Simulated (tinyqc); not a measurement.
# MOS inversion layer, Poisson-Schroedinger loop: what changes with what

Electrons confined at an insulator interface at z = 0, treated as a hard wall; parabolic valleys, Hartree approximation, no image or exchange terms. The depletion charge lies far deeper than the electrons and gives a uniform field q Nd/(eps0 eps_r); the gate balances all charge. Energies are counted from the band edge at the interface.

Parameters, values chosen for the exercise; masses and permittivity close to those of germanium (100): temperature T = 200 K; relative permittivity eps_r = 16.2; mass along z of valley set A (4 valley(s)) mz1 = 0.122 m0; in-plane density-of-states mass of set A md1 = 0.298 m0; sheet density of electrons Ns = 4e12 cm^-2; sheet density of depletion charge Nd = 2.9e11 cm^-2.

Constants: q = 1.602176634e-19 C, kB = 1.380649e-23 J/K, hbar = 1.054571817e-34 J s, m0 = 9.1093837015e-31 kg, Vt = kB T/q, eps0 = 8.8541878128e-14 F/cm where lengths are in cm, hbar^2/(2 m0) = 0.0380998212 eV nm^2. Results are converted to the units shown.

Each table varies one quantity; the others keep the values above.

## Effect of the sheet density of electrons

Schroedinger equation -(C/mz) psi'' + (V0 + U) psi = E psi, C = hbar^2/(2 m0), psi(0) = 0, on a uniform mesh of 800 nodes with a far wall at 54 nm, 8 levels a set; V0 = q Nd z/(eps0 eps_r); dU/dz = q (Ns - integral of n from 0 to z)/(eps0 eps_r), U(0) = 0; N_k = g md m0 q Vt/(pi hbar^2) ln(1 + exp((EF - E_k)/Vt)), g the number of valleys of the set, sum N_k = Ns. Triangular well: E_k = a_k (C F^2/mz)^(1/3), a_1 = 2.338107, a_2 = 4.087949, C = hbar^2/(2 m0), F in eV/nm. Fang-Howard (all electrons in the lowest level of set A): b^3 = 6 (mz1/C) q (Nd + 11 Ns/32)/(eps0 eps_r), centroid 3/b, level C b^2/(4 mz1) + (3/b) q (Nd + 11 Ns/16)/(eps0 eps_r). The centroid adds 3.9 z_av/eps_r to an oxide-equivalent thickness. Shares under 0.0001 % are printed as 0.

Effect of the sheet density of electrons:
columns A: Ns (cm^-2); B: A1 (meV); C: A2 (meV); D: EF (meV); E: share of A1 (%); F: share of A2 (%); G: centroid z_av (nm); H: added oxide equivalent (nm); I: Fang-Howard centroid (nm)
```
A          B     C      D     E      F     G      H     I
1e11    40.7  68.3  -40.3  77.5   15.7  8.47   2.04  7.29
2.1e11  46.9  76.1  -20.9  79.2   14.7  8.05   1.94  7.03
4.5e11  59.2  91.4   5.33  82.1   12.9  7.36   1.77  6.56
9.7e11  82.2   120   42.9  86.1   10.2  6.39   1.54  5.87
2.1e12   124   169   99.7  90.7   7.05  5.26   1.27  4.99
4.4e12   192   249    184  94.5   4.23  4.22   1.02  4.12
9.4e12   309   385    320  97.3   2.14  3.29  0.793  3.29
2e13     504   607    542  98.8  0.972  2.55  0.615  2.60
```

Read the table: what changes, and by how much?

As Ns goes from 1e11 to 2e13, A1 rises from 40.7 to 504 meV, the share of A1 rises from 77.5 to 98.8 % and the centroid falls from 8.47 to 2.55 nm. A1 goes as Ns^(0.65) between the last two rows (a triangular well in the field of that charge alone gives 2/3). EF lies more than 2 meV above A1 for Ns = 9.4e12, 2e13. The Fang-Howard centroid is 14 % below the full one in the first row, where A1 holds 77.5 %, and 1.8 % above it in the last, where A1 holds 98.8 %.

## Effect of the sheet density of depletion charge

Schroedinger equation -(C/mz) psi'' + (V0 + U) psi = E psi, C = hbar^2/(2 m0), psi(0) = 0, on a uniform mesh of 800 nodes with a far wall at 41 nm, 8 levels a set; V0 = q Nd z/(eps0 eps_r); dU/dz = q (Ns - integral of n from 0 to z)/(eps0 eps_r), U(0) = 0; N_k = g md m0 q Vt/(pi hbar^2) ln(1 + exp((EF - E_k)/Vt)), g the number of valleys of the set, sum N_k = Ns.

Results:
columns A: Nd (cm^-2); B: A1 (meV); C: A2 (meV); D: EF (meV); E: share of A1 (%); F: share of A2 (%); G: centroid z_av (nm); H: added oxide equivalent (nm); I: Fang-Howard centroid (nm)
```
A         B    C    D     E        F     G      H     I
1e11    175  226  164  91.0     5.82  4.92   1.18  4.40
3.1e11  181  238  171  94.3     4.42  4.30   1.04  4.21
5.3e11  188  252  179  96.6     2.99  3.96  0.952  4.04
9.4e11  201  279  192  98.6     1.33  3.60  0.867  3.79
1.6e12  222  322  213  99.6    0.383  3.28  0.789  3.48
2.9e12  260  397  251   100   0.0447  2.90  0.697  3.09
5e12    318  506  309   100  0.00236  2.54  0.611  2.70
```

Estimate the missing row, Nd = 1.7e11 cm^-2.

Computed row:
columns A: Nd (cm^-2); B: A1 (meV); C: A2 (meV); D: EF (meV); E: share of A1 (%); F: share of A2 (%); G: centroid z_av (nm); H: added oxide equivalent (nm); I: Fang-Howard centroid (nm)
```
A         B    C    D     E     F     G     H     I
1.7e11  177  230  167  92.2  5.39  4.67  1.12  4.33
```

With this row back in the table: As Nd goes from 1e11 to 5e12, A1 rises from 175 to 318 meV, the share of A1 rises from 91.0 to 100 % and the centroid falls from 4.92 to 2.54 nm. A1 goes as Nd^(0.37) between the last two rows (a triangular well in the field of that charge alone gives 2/3). The Fang-Howard centroid is 10 % below the full one in the first row, where A1 holds 91.0 %, and 6.5 % above it in the last, where A1 holds 100 %.

tinyqc, about 0.5 s, one thread, Intel Xeon 2.30GHz (shared host): `OMP_NUM_THREADS=1 python tinyqc.py 2160140 2160141 out.jsonl`
